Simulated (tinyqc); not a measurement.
Implant damage, amorphisation by cascade overlap, and solid-phase epitaxial regrowth. From one set of inputs to another, one input at a time. Computed by tinyqc, a small Python program. Command: `OMP_NUM_THREADS=1 python tinyqc.py 3110905 3110906 out.jsonl sper ladder`. One thread of a shared host (Intel(R) Xeon(R) Processor @ 2.30GHz), about 0.03 s of CPU time with the checks.

Range and width of the damage are inputs. Dynamic annealing enters only through the surviving share f.

The inputs printed are set A. Set A is modelled on germanium ions in germanium; the values taken over come from a set modelled on antimony ions in silicon. Inputs not listed in the table keep their values of set A, so the rows need not describe a real material.

Inputs (values chosen for the exercise, modelled on germanium ions in germanium):
```
quantity                           value    unit
atomic density N                    44.2  1/nm^3
ion Z1                                32       -
ion mass M1                         72.6       u
target Z2                             32       -
target mass M2                     72.63       u
ion energy E                         110     keV
displacement energy E_d               16      eV
depth of the damage peak R_d          46      nm
width of the damage profile s_d       29      nm
share of defects that survive f     0.43       -
critical displaced share x_c        0.12       -
dose Q                           3.9e+14  1/cm^2
regrowth prefactor v0            2.6e+16    nm/s
regrowth energy E_a                 2.16      eV
anneal temperature                   421       C
rate relative to (100)              0.33       -
peak enhancement by the dopant       2.5       -
ramp rate                            3.7     K/s
```

Constants: a_0 = 0.529177210903 angstrom; e^2/(4 pi eps_0) = 14.39964548 eV angstrom; k_B = 8.617333262e-05 eV/K.

Method:
- Robinson partition: eps = E a M2/(Z1 Z2 (e^2/(4 pi eps_0)) (M1 + M2)), a = 0.8853 a_0/sqrt(Z1^(2/3) + Z2^(2/3)); k = 0.0793 Z1^(2/3) Z2^(1/2) (M1 + M2)^(3/2)/((Z1^(2/3) + Z2^(2/3))^(3/4) M1^(3/2) M2^(1/2)); damage energy T_d = E/(1 + k (eps + 0.40244 eps^(3/4) + 3.4008 eps^(1/6))); displacements nu = 0.8 T_d/(2 E_d).
- Displaced share x(z) = f nu Q exp(-(z - R_d)^2/(2 s_d^2))/(sqrt(2 pi) s_d N); the layer is amorphous where x > x_c, between R_d -/+ s_d sqrt(2 ln(x_max/x_c)), the upper edge being cut at the surface. Threshold dose Q_c = Q x_c/x_max.
- Displaced atoms per area beyond the lower edge z2: f nu Q (1/2) erfc((z2 - R_d)/(sqrt2 s_d)); they are not removed by regrowth.
- v = v0 x orientation factor x exp(-E_a/(k_B T)) x [1 + (enhancement - 1) exp(-(z - R_d)^2/(2 s_d^2))], T = anneal temperature + 273.15 K; the dopant is taken to follow the damage profile; the lower front moves from the lower edge z2 to the surface, or to the middle (z1 + z2)/2 of a buried layer with upper edge z1; time = int dz/v; the equivalent undoped distance is that time times the undoped velocity.
- On a linear ramp from 200 C regrowth ends at the T_f where int v_undoped dT/(ramp rate) equals the equivalent undoped distance.

Each row keeps all changes above it:
```
input moved                           from    to  lower edge (nm)  displaced atoms beyond z2 (1/cm^2)  temperature at which regrowth ends (C)
set A                                    -     -            104.6                           6.430e+15                                   456.4
share of defects that survive f       0.43  0.66            110.5                           5.980e+15                                   458.2
width of the damage profile s_d (nm)    29    51            145.6                           1.160e+16                                   462.3
displacement energy E_d (eV)            16    17            144.0                           1.174e+16                                   462.0
ion energy E (keV)                     110   180            154.9                           1.085e+16                                   464.4
critical displaced share x_c          0.12  0.15            149.5                           1.410e+16                                   463.2
anneal temperature (C)                 421   563            149.5                           1.410e+16                                   463.2
depth of the damage peak R_d (nm)       46    83            186.5                           1.410e+16                                   468.3
```

Lower edge goes from 105 to 186, a factor 1.78 in all. The largest single move comes from width of the damage profile s_d (a factor 1.32), and critical displaced share x_c works against it (a factor 0.965). Displaced atoms beyond z2 goes from 6.43e15 to 1.41e16, a factor 2.19 in all. The largest single move comes from width of the damage profile s_d (a factor 1.94), and ion energy E works against it (a factor 0.924). Temperature at which regrowth ends goes from 456 to 468, a factor 1.026 in all. The largest single move comes from depth of the damage peak R_d (a factor 1.011), and critical displaced share x_c works against it (a factor 0.99744). The single moves hold for this order of the switches; the total does not depend on the order.

Extremes, crossings and ranges named in words are read from the listed rows.
